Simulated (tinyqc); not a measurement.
Pillar capacitor in an array: capacitance, non-linearity, leakage and relaxation: two steps of the calculation.

A film between two metal electrodes, each interface adding a series capacitance ci. The small-signal permittivity is ek (1 + aq E^2); the field is found with the linear permittivity. Leakage J = J0 sinh(E/Ef). After a voltage step the film passes a relaxation current kr C V tt^(-nr), tt being the time in seconds. The sidewall is a coaxial capacitor with radii a = dm/2 and b = dm/2 + t, depth AR dm; the end face is left out.

Inputs (values chosen for the exercise); permittivity of the order of that of aluminium oxide: relative permittivity of the film ek = 9.08; film thickness t = 15 nm; capacitance of each electrode interface (dead layer and screening) ci = 270 uF/cm^2; quadratic field coefficient of the permittivity aq = 0.0017 cm^2/MV^2; bias V = 1.7 V; leakage prefactor J0 = 2.1e-11 A/cm^2; field for an e-fold rise of the leakage Ef = 0.45 MV/cm; diameter of the pillar dm = 100 nm; aspect ratio, depth over diameter AR = 50; pitch of the square array pt = 240 nm; resistivity of the inner electrode rho = 280 uohm cm.

Constants: eps0 = 8.8541878128e-14 F/cm where lengths are in cm. Results are converted to the units shown.

Question 1. Planar capacitance, field and non-linearity. Planar film: Cf = eps0 ek/t, 1/C = 1/Cf + 2/ci, EOT = 3.9 eps0/C, effective permittivity C t/eps0, E = (V/t) C/Cf; quadratic coefficient [C(V)/C - 1]/V^2 with Cf (1 + aq E^2) in C(V).

Wanted: Cf; C; EOT; effective permittivity; E; quadratic coefficient; J.

Answer 1.

Cf = 0.5360 uF/cm^2
C = 0.5339 uF/cm^2
EOT = 6.468 nm
effective permittivity = 9.044
E = 1.129 MV/cm
quadratic coefficient = 746.6 ppm/V^2
J = 1.282e-10 A/cm^2

The interfaces take 0.395 % of the voltage.

Question 2. Cell capacitance, fields and time constant. Per length 1/c = ln(b/a)/(2 pi eps0 ek) + (1/a + 1/b)/(2 pi ci); cell capacitance c AR dm; per footprint over pt^2; fields c V/(2 pi eps0 ek r) at r = a and b; resistance of the inner electrode rho AR dm/(pi a^2); time constant R C/3 of the distributed line.

Give: a; b; cell capacitance; capacitance per footprint; field at a; field at b; R; R C/3.

Answer 2.

a = 50.000 nm
b = 65.000 nm
cell capacitance = 9.5882 fF
capacitance per footprint = 16.646 uF/cm^2
field at a = 1.2907 MV/cm
field at b = 0.99287 MV/cm
R = 1.7825 kohm
R C/3 = 5.6971 ps

The array gives 31.2 times the planar capacitance per footprint; curvature makes the field at the inner electrode 1.14 times the planar value.

Computed by the program tinyqc: `OMP_NUM_THREADS=1 python tinyqc.py 2102124 2102125 out.jsonl`, one thread of a shared Intel Xeon 2.30GHz, about 0.01 s for the whole run.
